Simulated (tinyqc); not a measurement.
Valley-orbit splitting of a donor ground state, with strain: one step, computed by the program tinyqc.

The basis is the 1s envelope in each valley; energies are counted from the unstrained conduction-band edge. The strain is e_s (a a^T - 1/3) for the unit stress axis a, so valley j along n_j moves by Xi_u e_s w_j with w_j = (n_j.a)^2 - 1/3: +1/3 for [111] and [-1-11], -1/3 for the others.

Task: Levels without strain. By symmetry: E(A1) = E_0 + Lambda + 3 Delta_1 (one state), E(T2) = E_0 + Lambda - Delta_1 (three), as binding energies.

Inputs (values chosen for the exercise, modelled on donors in germanium): single-valley binding energy E_0 = 9.93 meV; central-cell shift Lambda = 0.37 meV; coupling Delta_1 = 0.62 meV.

Valleys: four along <111>. Stress axis: [110].

Give: E(A1); E(T2).

Result:

E(A1) = 12.16 meV

E(T2) = 9.68 meV

Only A1 has all valley amplitudes in phase, so only it has weight at the nucleus.
